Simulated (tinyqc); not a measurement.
Worked calculation: CIS and TDHF on RHF in the sto-3g basis, for H4, spin multiplicity 1. Computed by tinyqc, a small Python program that keeps every step (integrals from PySCF). Settings: charge = 0, multiplicity = 1, basis = sto-3g, method = RHF, energy threshold = 1e-10, iteration cap = 87, orthogonalisation = symmetric, start = Wolfsberg-Helmholz matrix, DIIS depth = 6, TDHF = 1. Command: `OMP_NUM_THREADS=1 python tinyqc.py 24833 24834 out.jsonl` (the two numbers bound the seeds that draw the settings). One thread of a shared host (Intel(R) Xeon(R) Processor @ 2.60GHz), about 0.04 s of CPU time with the checks. The early iterations of the SCF are left out here.

## One-electron integrals

Geometry (angstrom):
```
atom        x        y        z
H     0.00000  0.00000  0.00000
H     0.00000  0.00000  1.08500
H     0.00000  0.00000  2.75700
H     0.00000  0.00000  3.84200
```

Basis sto-3g: exponents (1/bohr^2) and contraction coefficients of normalised primitives:
```
element  l (shell)  exponent  coefficient
H            s (1)   3.42525      0.15433
H            s (1)   0.62391      0.53533
H            s (1)   0.16886      0.44463
```

Overlap, kinetic and nuclear-attraction integrals over the contracted functions; the nuclear repulsion is the sum of Za Zb / Rab.

nuclear repulsion = 1.8135492 hartree

overlap S:
```
         1H 1s    2H 1s    3H 1s    4H 1s
1H 1s  1.00000  0.44785  0.03010  0.00264
2H 1s  0.44785  1.00000  0.19954  0.03010
3H 1s  0.03010  0.19954  1.00000  0.44785
4H 1s  0.00264  0.03010  0.44785  1.00000
```

kinetic energy T (hartree):
```
          1H 1s     2H 1s     3H 1s     4H 1s
1H 1s   0.76003   0.08275  -0.00874  -0.00164
2H 1s   0.08275   0.76003  -0.00140  -0.00874
3H 1s  -0.00874  -0.00140   0.76003   0.08275
4H 1s  -0.00164  -0.00874   0.08275   0.76003
```

nuclear attraction V (hartree):
```
          1H 1s     2H 1s     3H 1s     4H 1s
1H 1s  -2.03328  -0.86926  -0.05139  -0.00429
2H 1s  -0.86926  -2.21144  -0.35762  -0.05139
3H 1s  -0.05139  -0.35762  -2.21144  -0.86926
4H 1s  -0.00429  -0.05139  -0.86926  -2.03328
```

core Hamiltonian H = T + V (hartree):
```
          1H 1s     2H 1s     3H 1s     4H 1s
1H 1s  -1.27325  -0.78652  -0.06012  -0.00592
2H 1s  -0.78652  -1.45141  -0.35902  -0.06012
3H 1s  -0.06012  -0.35902  -1.45141  -0.78652
4H 1s  -0.00592  -0.06012  -0.78652  -1.27325
```

## Two-electron integrals

Functions are numbered as in S; the eight-fold symmetry (ij|kl) = (ji|kl) = (kl|ij) leaves the list below.

Two-electron integrals (ij|kl) in chemists' order, unique and non-zero (hartree):
```
(11|11) 0.77461    (21|11) 0.27181    (21|21) 0.12573    (22|11) 0.45124
(22|21) 0.27181    (22|22) 0.77461    (31|11) 0.01154    (31|21) 0.00623
(31|22) 0.01634    (31|31) 0.00043    (32|11) 0.05636    (32|21) 0.03387
(32|22) 0.10198    (32|31) 0.00287    (32|32) 0.02179    (33|11) 0.19191
(33|21) 0.10802    (33|22) 0.31301    (33|31) 0.01154    (33|32) 0.10198
(33|33) 0.77461    (41|11) 0.00075    (41|21) 0.00043    (41|22) 0.00122
(41|31) 3.49e-05   (41|32) 0.00026    (41|33) 0.00122    (41|41) 3.13e-06
(42|11) 0.00671    (42|21) 0.00390    (42|22) 0.01154    (42|31) 0.00036
(42|32) 0.00287    (42|33) 0.01634    (42|41) 3.49e-05   (42|42) 0.00043
(43|11) 0.07221    (43|21) 0.03908    (43|22) 0.10802    (43|31) 0.00390
(43|32) 0.03387    (43|33) 0.27181    (43|41) 0.00043    (43|42) 0.00623
(43|43) 0.12573    (44|11) 0.13773    (44|21) 0.07221    (44|22) 0.19191
(44|31) 0.00671    (44|32) 0.05636    (44|33) 0.45124    (44|41) 0.00075
(44|42) 0.01154    (44|43) 0.27181    (44|44) 0.77461
```

## Orthogonalisation

S = U s U^T; symmetric (Loewdin) form X = U s^(-1/2) U^T, so that X^T S X = 1.

eigenvalues of S: 0.46971  0.61310  1.32812  1.58907

X:
```
          1H 1s     2H 1s     3H 1s     4H 1s
1H 1s   1.08980  -0.26237   0.02543  -0.00579
2H 1s  -0.26237   1.10882  -0.12242   0.02543
3H 1s   0.02543  -0.12242   1.10882  -0.26237
4H 1s  -0.00579   0.02543  -0.26237   1.08980
```

## Iteration 8 (converged): orbitals

converged F (hartree):
```
          1H 1s     2H 1s     3H 1s     4H 1s
1H 1s  -0.22170  -0.44424  -0.04611   0.00445
2H 1s  -0.44424  -0.23794  -0.15078  -0.04611
3H 1s  -0.04611  -0.15078  -0.23794  -0.44424
4H 1s   0.00445  -0.04611  -0.44424  -0.22170
```

Diagonalise F' = X^T F X, C = X C', fill 2 alpha and 2 beta electrons from the bottom; D = 2 C_occ C_occ^T. Each column has its largest component positive (the first on a tie).

F' = X^T F X (hartree):
```
          1         2         3         4
1  -0.02641  -0.43651   0.03132   0.00119
2  -0.43651  -0.01496  -0.14624   0.03132
3   0.03132  -0.14624  -0.01496  -0.43651
4   0.00119   0.03132  -0.43651  -0.02641
```

orbital energies (hartree): MO1 -0.50407, MO2 -0.42268, MO3 0.31764, MO4 0.52636

coefficients C:
```
           MO1       MO2       MO3       MO4
1H 1s  0.36723   0.46057   0.69336  -0.65532
2H 1s  0.42422   0.40625  -0.57845   0.79646
3H 1s  0.42422  -0.40625  -0.57845  -0.79646
4H 1s  0.36723  -0.46057   0.69336   0.65532
```

D after iteration 8:
```
          1H 1s     2H 1s     3H 1s     4H 1s
1H 1s   0.69396   0.68578  -0.06264  -0.15453
2H 1s   0.68578   0.69000   0.02985  -0.06264
3H 1s  -0.06264   0.02985   0.69000   0.68578
4H 1s  -0.15453  -0.06264   0.68578   0.69396
```

## Convergence

Stop when the energy changes by less than 1e-10 hartree and every element of the error matrix X^T (F D S - S D F) X is below 3e-06.

Course of the cycle:
```
iteration  E (hartree)     change  largest element of the error matrix
1           -2.0554488          -                             1.35e-01
2           -2.0788997  -2.35e-02                             1.39e-02
3           -2.0792635  -3.64e-04                             4.03e-03
4           -2.0792885  -2.49e-05                             2.54e-05
5           -2.0792885  -8.91e-10                             8.74e-06
6           -2.0792885  -7.59e-11                             5.27e-06
7           -2.0792885  -2.12e-11                             3.77e-06
8           -2.0792885  -2.23e-11                             1.76e-09
```

PySCF RHF in the same basis = -2.0792885 hartree

Converged in 8 iterations.

## Integrals over molecular orbitals

(pq|rs) = sum C_ip C_jq C_kr C_ls (ij|kl), one index at a time.

one-electron integrals over orbitals h = C^T H C (hartree):
```
          1         2         3         4
1  -1.52421   0.00000   0.09873   0.00000
2   0.00000  -1.44188   0.00000  -0.08805
3   0.09873   0.00000  -1.08321   0.00000
4   0.00000  -0.08805   0.00000  -0.95788
```

Two-electron integrals over orbitals (pq|rs), unique and non-zero (hartree):
```
(11|11) 0.41170    (21|21) 0.20055    (22|11) 0.40450    (22|22) 0.41076
(31|11) -0.03808   (31|22) -0.00187   (31|31) 0.10851    (32|21) 0.05690
(32|32) 0.10367    (33|11) 0.40255    (33|22) 0.40397    (33|31) -0.00684
(33|33) 0.41836    (41|21) 0.01499    (41|32) -0.08591   (41|41) 0.09419
(42|11) 0.04555    (42|22) 0.01195    (42|31) -0.10793   (42|33) 0.00930
(42|42) 0.11189    (43|21) -0.19671   (43|32) -0.05907   (43|41) -0.01303
(43|43) 0.20899    (44|11) 0.42615    (44|22) 0.41902    (44|31) -0.04171
(44|33) 0.42967    (44|42) 0.04915    (44|44) 0.45941
```

## CIS matrix, singlets

A(ia,jb) = (e_a - e_i) d_ij d_ab + 2 (ia|jb) - (ij|ab).

CIS matrix A, singlet (hartree):
```
          1>3      1>4      2>3       2>4
1>3   0.63618  0.00000  0.00000  -0.01916
1>4   0.00000  0.79266  0.02489   0.00000
2>3   0.00000  0.02489  0.54370   0.00000
2>4  -0.01916  0.00000  0.00000   0.75382
```

## CIS singlet states

dipole integrals <i|r|a> (bohr):
```
           x        y         z
1>3  0.00000  0.00000   0.00000
1>4  0.00000  0.00000   0.68107
2>3  0.00000  0.00000  -1.57784
2>4  0.00000  0.00000   0.00000
```

Diagonalise A (1 hartree = 27.211386 eV); each vector has its largest component positive (the first on a tie). The transition dipole is mu = sqrt2 sum c_ia <i|r|a>.

singlet excitation energies (eV): 14.72779  17.22852  20.59514  21.63631

lowest vectors:
```
      state 1  state 2   state 3  state 4
1>3   0.00000  0.98763  -0.15680  0.00000
1>4  -0.09850  0.00000   0.00000  0.99514
2>3   0.99514  0.00000   0.00000  0.09850
2>4   0.00000  0.15680   0.98763  0.00000
```

oscillator strengths 2/3 w |mu|^2: 1.93445  0.00000  0.00000  0.28926

## TDHF (RPA) singlet states

B(ia,jb) = 2 (ia|jb) - (ib|ja); the squared energies are the eigenvalues of (A - B)(A + B); 1 hartree = 27.211386 eV.

TDHF matrix B, singlet (hartree):
```
          1>3       1>4       2>3       2>4
1>3   0.10851   0.00000   0.00000  -0.12996
1>4   0.00000   0.09419  -0.06389   0.00000
2>3   0.00000  -0.06389   0.10367   0.00000
2>4  -0.12996   0.00000   0.00000   0.11189
```

squared energies w^2 (hartree^2): 0.27593  0.37784  0.53778  0.62144

TDHF energies from the positive w^2 (eV): 14.29379  16.72644  19.95515  21.45120

## CIS matrix, triplets

A(ia,jb) = (e_a - e_i) d_ij d_ab - (ij|ab).

CIS matrix A, triplet (hartree):
```
         1>3      1>4      2>3      2>4
1>3  0.41916  0.00000  0.00000  0.19671
1>4  0.00000  0.60429  0.19671  0.00000
2>3  0.00000  0.19671  0.33636  0.00000
2>4  0.19671  0.00000  0.00000  0.53003
```

## CIS triplet states

Diagonalise A (1 hartree = 27.211386 eV); each vector has its largest component positive (the first on a tie).

triplet excitation energies (eV): 6.32203  7.35320  18.47556  19.27419

lowest vectors:
```
      state 1   state 2  state 3  state 4
1>3   0.00000   0.79726  0.60363  0.00000
1>4  -0.46750   0.00000  0.00000  0.88399
2>3   0.88399   0.00000  0.00000  0.46750
2>4   0.00000  -0.60363  0.79726  0.00000
```

## TDHF (RPA) triplet states

B(ia,jb) = - (ib|ja); the squared energies are the eigenvalues of (A - B)(A + B); 1 hartree = 27.211386 eV.

TDHF matrix B, triplet (hartree):
```
          1>3       1>4       2>3       2>4
1>3  -0.10851   0.00000   0.00000   0.08591
1>4   0.00000  -0.09419   0.10793   0.00000
2>3   0.00000   0.10793  -0.10367   0.00000
2>4   0.08591   0.00000   0.00000  -0.11189
```

squared energies w^2 (hartree^2): 0.01559  0.03554  0.45942  0.49717

TDHF energies from the positive w^2 (eV): 3.39797  5.13016  18.44392  19.18691
